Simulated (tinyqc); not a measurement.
Radius, Mott density and mass from the binding energy.

Inverse problem. A donor has the isolated binding energy E0 = cc Ry, Ry = (m0 q^3/(8 eps0^2 h^2)) me/eps_r^2 in eV, radius a = q/(8 pi eps0 eps_r E0) and Mott density (0.26/a)^3. Find a, the Mott density and me.

Values chosen for this exercise:

| symbol | value | unit | meaning |
|---|---|---|---|
| eps_r | 19.7 |  | relative permittivity |
| cc | 1.9 |  | ratio of the true binding energy to the hydrogenic one |

Constants: q = 1.602176634e-19 C, eps0 = 8.8541878128e-12 F/m, h = 6.62607015e-34 J s, m0 = 9.1093837015e-31 kg. Results are converted to the units shown.

E0 = 6.5677821 meV

Answer. Each follows directly from E0.

a = 5.565 nm
Mott density = 1.020e17 cm^-3
me = 0.09860 m0

Computed by the program tinyqc: `OMP_NUM_THREADS=1 python tinyqc.py 2330077 2330078 out.jsonl`, one thread of a shared Intel Xeon 2.30GHz, about 0.01 s for the whole run.
